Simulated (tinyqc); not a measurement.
Rapid thermal processing of a wafer: radiative balance, ramp and cooling, pattern effects, pyrometer error and spike budget. Changing the period of the pattern. Computed by tinyqc, a small Python program. Command: `OMP_NUM_THREADS=1 python tinyqc.py 3114058 3114059 out.jsonl rtp sweep`. One thread of a shared host (Intel(R) Xeon(R) Processor @ 2.30GHz), about 0.04 s of CPU time with the checks.

The wafer is opaque and uniform through its thickness unless said otherwise; temperatures in formulas are in kelvin (C + 273.15). sigma = 5.670374419e-12 W/(cm^2 K^4).

Inputs (values chosen for the exercise, modelled on a hot silicon wafer):

| quantity | value | unit |
|---|---|---|
| wafer thickness d | 525 | micrometre |
| heat capacity per volume C | 2.15 | J/(cm^3 K) |
| thermal conductivity k | 0.28 | W/(cm K) |
| emissivity eps of each face | 0.63 | - |
| reflectivity of the chamber walls r | 0.11 | - |
| gas heat-transfer coefficient h, both faces together | 0.62 | mW/(cm^2 K) |
| wall temperature T_w | 350 | K |
| process temperature | 934 | C |
| ramp rate | 130 | K/s |
| relative change of absorptivity over a pattern | 13 | % |
| activation energy of the process E_a | 3.66 | eV |

Constants: k_B = 8.617333262e-05 eV/K.

Method:
- Effective emissivity between parallel grey plates: eps_eff = 1/(1/eps + 1/(1 - r) - 1). Loss per area q(T) = 2 eps_eff sigma (T^4 - T_w^4) + h (T - T_w).
- Absorbed power during a ramp = q(T) + C d x ramp rate; thermal time constant tau = C d/(dq/dT), dq/dT = 8 eps_eff sigma T^3 + h; natural cooling rate q/(C d); front-to-back difference under one-sided heating at the end of the ramp = (absorbed power) d/(2 k).
- At steady state a sinusoidal change of absorbed power of relative amplitude a and period p gives the temperature amplitude a q/(dq/dT + k d (2 pi/p)^2); healing length l = sqrt(k d/(dq/dT)); process change = E_a dT/(k_B T^2). Emissivity is taken as unchanged.

One run for each value:

| period of the pattern (mm) | amplitude (K) | change of the process rate (%) |
|---|---|---|
| 0.3 | 2.9246e-03 | 8.5242e-03 |
| 0.71 | 1.6376e-02 | 4.7729e-02 |
| 1.7 | 9.3699e-02 | 2.7310e-01 |
| 4 | 5.1328e-01 | 1.4960e+00 |
| 9.5 | 2.7321e+00 | 7.9632e+00 |
| 22 | 1.1282e+01 | 3.2883e+01 |
| 53 | 2.7767e+01 | 8.0932e+01 |
| 130 | 3.7203e+01 | 1.0843e+02 |
| 300 | 3.9369e+01 | 1.1475e+02 |

What does the table show, and why?

Over the rows, amplitude (K) rises from 0.00292 to 39.4 (exponent d ln y / d ln x 2.0 between the first rows and 0.068 between the last); change of the process rate (%) rises from 0.00852 to 115 (exponent d ln y / d ln x 2.0 between the first rows and 0.068 between the last). At the low end the exponent of amplitude is 2.00, close to 2: conduction smooths short periods.
